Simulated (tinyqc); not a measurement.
What moves the coefficients: Boltzmann transport in a parabolic band with a power-law relaxation time.

F_j(eta) = (1/Gamma(j + 1)) integral_0^infinity x^j dx/(1 + exp(x - eta)), which tends to exp(eta) for eta << 0.

n = N F_1/2(eta) with N = 2 (m kB T/(4 pi c))^(3/2) with c = hbar^2/2m0, in 1/angstrom^3; times 1e24 for 1/cm^3, m = md.

tau = tau0 x^r with x = E/kT. With K_j = Gamma(j + 1) F_j(eta): <tau> = tau0 (r + 3/2) K_(r+1/2)/((3/2) K_(1/2)); mu = <tau>/(mc m0/e), m0/e = 5.685630e-12 kg/C; Hall factor rH = (3/2) K_(1/2) (2r + 3/2) K_(2r+1/2)/((r + 3/2) K_(r+1/2))^2; Seebeck S = -(kB/e) [(r + 5/2) K_(r+3/2)/((r + 3/2) K_(r+1/2)) - eta]; Lorenz number L = (kB/e)^2 [(r + 7/2) K_(r+5/2)/((r + 3/2) K_(r+1/2)) - ((r + 5/2) K_(r+3/2)/((r + 3/2) K_(r+1/2)))^2]; kB/e in V/K. Valley anisotropy is left out of rH.

Constants: hbar^2/2m0 = 3.80998211 eV angstrom^2; kB = 8.617333262e-05 eV/K.

Values chosen for the exercise (masses near those of SiC; tau0 is set for a mobility of the usual size at this n, kL is a free input; freeze-out and phonon drag, which matter near 77 K, are left out; the results hold for these values, not for the real material): md = 0.807 m0 (density-of-states mass); mc = 0.3846 m0 (conductivity mass); tau0 = 14 fs (tau at E = kT); r = -0.5 (exponent of tau); T = 400 K; kL = 61 W/(m K) (lattice thermal conductivity); n = 2e+20 1/cm^3 (electron density).

sigma = e n mu with e = 1.602176634e-19 C; ZT = S^2 sigma T/(kL + L sigma T).

One parameter was then changed.

Results before and after:
```
case     mu (cm^2/(V s))  sigma (S/cm)  S (microvolt/K)       ZT
base               28.98         928.5            -64.3  0.00248
changed            43.46          1393            -64.3  0.00370
```

Which of these changes was made? (a) n = 4e+20 1/cm^3; (b) md = 1.049 m0; (c) T = 450 K; (d) tau0 = 21 fs; (e) mc = 0.5 m0; (f) kL = 30.5 W/(m K).

Answer: (d) tau0 = 21 fs. Of the candidates, run in turn, only this one gives the changed row.

All candidates:
```
case               mu (cm^2/(V s))  sigma (S/cm)  S (microvolt/K)       ZT
base                         28.98         928.5            -64.3  0.00248
md = 1.049 m0                32.15          1030            -82.4  0.00453
mc = 0.5 m0                  22.29         714.2            -64.3  0.00191
n = 4e+20 1/cm^3             23.60          1512            -40.4  0.00158
tau0 = 21 fs                 43.46          1393            -64.3  0.00370
kL = 30.5 W/(m K)            28.98         928.5            -64.3  0.00490
T = 450 K                    30.40         974.2            -72.0  0.00367
```

The row for T keeps tau0 fixed; for phonon scattering tau0 itself falls as T rises.

(tinyqc, `OMP_NUM_THREADS=1 python tinyqc.py 1682010 1682011 out.jsonl`, Intel(R) Xeon(R) Processor @ 2.30GHz, 1 thread, shared host, about 0.01 s.)
